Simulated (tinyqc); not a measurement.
p-i-n junction, non-linear Poisson equation by Newton steps: course of the Newton iteration.

One dimension, p side on the left, n side on the right; net doping C = -Na for x < 0, 0 for 0 < x < Li and +Nd beyond. The potential psi is counted from the intrinsic level, and the quasi-Fermi potentials are flat: 0 for holes and -V for electrons, so n = ni exp((psi + V)/Vt) and p = ni exp(-psi/Vt) (Boltzmann statistics, full ionisation, no current). Under reverse bias this makes the minority densities vanishingly small everywhere; they play no part in the charge.

a_i = eps0 eps_r/h_i for the interval from node i to i + 1, with h_i = x_(i+1) - x_i in cm.

Start: A straight line in x from psi_p = -Vt ln(Na/ni) at the first node to psi_n = Vt ln(Nd/ni) - V at the last.

n_i = ni exp((psi_i + V)/Vt), p_i = ni exp(-psi_i/Vt), rho_i = p_i - n_i + C_i, g_i = (n_i + p_i)/Vt. Box widths w_i = (h_(i-1) + h_i)/2 in cm. Residual F_i = a_i (psi_(i+1) - psi_i) - a_(i-1) (psi_i - psi_(i-1)) + q rho_i w_i; Jacobian: a_(i-1) and a_i beside the diagonal, b_i = -a_(i-1) - a_i - q g_i w_i on it. The two end nodes are fixed.

Solve the tridiagonal system a_(i-1) d_(i-1) + b_i d_i + a_i d_(i+1) = -F_i for nodes 1 to 14, with d = 0 on fixed nodes. Half of the step is added while the largest |d| exceeds 1.5 Vt, the full step after that.

Stop when the largest undamped |d| is below 1e-9 V, or after 80 iterations.

Values chosen for this exercise; band and dielectric values close to those of gallium phosphide: temperature T = 300 K; band gap Eg = 2.27 eV; relative permittivity eps_r = 11; conduction-band density of states at T Nc = 1.79e19 cm^-3; valence-band density of states at T Nv = 1.87e19 cm^-3; acceptor density of the p side Na = 3.3e16 cm^-3; donor density of the n side Nd = 3.3e15 cm^-3; bias of the p side against the n side V = -3 V; width of the undoped layer, from x = 0 to Li Li = 4100 nm.

Constants: q = 1.602176634e-19 C, kB = 1.380649e-23 J/K, Vt = kB T/q, eps0 = 8.8541878128e-14 F/cm where lengths are in cm. Results are converted to the units shown.

| node | x (nm) | net doping C (cm^-3) |
|---|---|---|
| 0 | -345 | -3.3e16 |
| 1 | -240 | -3.3e16 |
| 2 | -153 | -3.3e16 |
| 3 | -82.4 | -3.3e16 |
| 4 | -24 | -3.3e16 |
| 5 | 24 | 0 |
| 6 | 94 | 0 |
| 7 | 196 | 0 |
| 8 | 345 | 0 |
| 9 | 562 | 0 |
| 10 | 878 | 0 |
| 11 | 1340 | 0 |
| 12 | 2010 | 0 |
| 13 | 2990 | 0 |
| 14 | 4420 | 3.3e15 |
| 15 | 6500 | 3.3e15 |

ni = 1.56742 cm^-3

Course of the iteration:

| iteration | largest \|F\| (C/cm^2) | largest \|d\| (V) | at node |
|---|---|---|---|
| 1 | 9.28e-8 | 13.1 | 14 |
| 2 | 9.33e77 | 0.0259 | 13 |
| 3 | 3.43e77 | 0.0259 | 13 |
| 4 | 1.26e77 | 0.0259 | 13 |
| 5 | 4.65e76 | 0.0259 | 14 |
| 6 | 1.71e76 | 0.0259 | 13 |
| 7 | 6.29e75 | 0.0259 | 13 |
| 8 | 2.31e75 | 0.0259 | 14 |
| 9 | 8.51e74 | 0.0259 | 13 |
| ... | ... | ... | ... |
| 72 | 3.71e47 | 0.0259 | 14 |
| 73 | 1.36e47 | 0.0259 | 14 |
| 74 | 5.02e46 | 0.0259 | 14 |
| 75 | 1.85e46 | 0.0259 | 14 |
| 76 | 6.79e45 | 0.0259 | 14 |
| 77 | 2.50e45 | 0.0259 | 14 |
| 78 | 9.19e44 | 0.0259 | 14 |
| 79 | 3.38e44 | 0.0259 | 14 |
| 80 | 1.24e44 | 0.0259 | 14 |

Did this iteration meet its convergence test, and what does its course show?

No. Not converged within 80 iterations. Over the last steps the residual has levelled off at one value (counting the largest step as the residual). A rerun with the same steps from the depletion start converges in 15 iterations.

Computed by the program tinyqc: `OMP_NUM_THREADS=1 python tinyqc.py 2000066 2000067 out.jsonl`, one thread of a shared Intel Xeon 2.30GHz, about 0.08 s for the whole run.
